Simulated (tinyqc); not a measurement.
# Worked calculation: superjunction drift layer against a plain one, charge balance

Numbers from tinyqc (`OMP_NUM_THREADS=1 python tinyqc.py 2590140 2590141 out.jsonl`; about 0.01 s on one thread of a shared Intel Xeon 2.30GHz). Printed values are rounded.

Alternating n and p pillars of equal width wp, doping N and length Lp. When depleted, the lateral field peaks at Ex = q N wp/(2 eps0 eps_r) at the pillar junctions and a uniform vertical field Ey is added; breakdown is taken where Ex^2 + Ey^2 = Ef^2. Only the n pillars conduct, narrowed by the zero-bias depletion. A first-order model: the field peaks at the pillar ends are left out.

Inputs (values chosen for the exercise); values close to those of 4H silicon carbide:
- eps_r = 10 (relative permittivity of the semiconductor)
- E16 = 2.51 MV/cm (critical field at a doping of 1e16 cm^-3)
- mx = 968 cm^2/(V s) (mobility at low doping)
- mi = 39 cm^2/(V s) (mobility at high doping)
- Nr = 2e17 cm^-3 (reference doping of the mobility)
- BV = 3700 V (wanted breakdown voltage)
- wp = 0.8 um (width of each pillar)
- Ef = 2.3 MV/cm (critical field inside the pillars)
- a = 0.79 (lateral peak field as a share of Ef)
- Vb = 2.8 V (built-in voltage of the pillar junctions)
- dl = -2.9 % (charge imbalance (Nn - Np)/N)

Constants: q = 1.602176634e-19 C, eps0 = 8.8541878128e-14 F/cm where lengths are in cm. Results are converted to the units shown.

## Iteration 1: doping of the plain drift layer

N at the start = 1e16 cm^-3

Ec(N) = E16 (N/1e16 cm^-3)^(1/8); N(new) = eps0 eps_r Ec(N)^2/(2 q BV).

Ec = 2.51 MV/cm
N after iteration 1 = 4.70494e15 cm^-3

## Iteration 2: doping of the plain drift layer

As before.

Ec = 2.28425 MV/cm
N after iteration 2 = 3.89666e15 cm^-3

## Course of the iteration: doping of the plain drift layer

Stop when N changes by less than 1e8 cm^-3, or after 40 iterations.

Course of the iteration:
```
iteration   N (cm^-3)  |change| (cm^-3)
1          4.70494e15           5.30e15
2          3.89666e15           8.08e14
3          3.71730e15           1.79e14
4          3.67376e15           4.35e13
5          3.66296e15           1.08e13
6          3.66026e15           2.70e12
7          3.65959e15           6.74e11
8          3.65942e15           1.68e11
9          3.65938e15           4.21e10
10         3.65937e15           1.05e10
11         3.65936e15            2.63e9
12         3.65936e15            6.58e8
13         3.65936e15            1.64e8
14         3.65936e15            4.11e7
```

Converged in 14 iterations. At the end each change is about 0.25 times the one before: linear convergence.

## Thickness and resistance of the plain layer

N of the plain layer = 3.65936e15 cm^-3

Ec(N) = E16 (N/1e16 cm^-3)^(1/8), mu(N) = mi + (mx - mi)/(1 + (N/Nr)^0.9). W = 2 BV/Ec, Rsp = W/(q mu N).

mu = 943.314 cm^2/(V s)
W = 33.4297 um
Rsp = 6.04450 mohm cm^2

## Design of the pillars

Ex = a Ef gives N = 2 eps0 eps_r a Ef/(q wp); Ey = Ef sqrt(1 - a^2); Lp = BV/Ey; xd = sqrt(eps0 eps_r Vb/(q N)) on each side; Rsp = 2 Lp/(q mu(N) N (1 - 2 xd/wp)). mu(N) = mi + (mx - mi)/(1 + (N/Nr)^0.9).

N = 2.51034e17 cm^-3
Ey = 1.41015 MV/cm
Lp = 26.2384 um
xd = 0.0785112 um
Rsp = 0.355878 mohm cm^2

The pillars have an aspect ratio of 32.8. Their doping is 68.6 times, and their Rsp 0.0589 times, that of the plain layer.

## Loss of breakdown voltage by imbalance

An imbalance dl leaves the mean net doping |dl| N/2, which tilts the vertical field by s = q |dl| N/(2 eps0 eps_r): BV(dl) = Ey Lp - s Lp^2/2, or Ey^2/(2 s) if the field reaches zero inside the pillar.

tilt s = 65.8662 kV/(cm um)
BV(dl) = 1509.51 V
loss = 59.2025 %
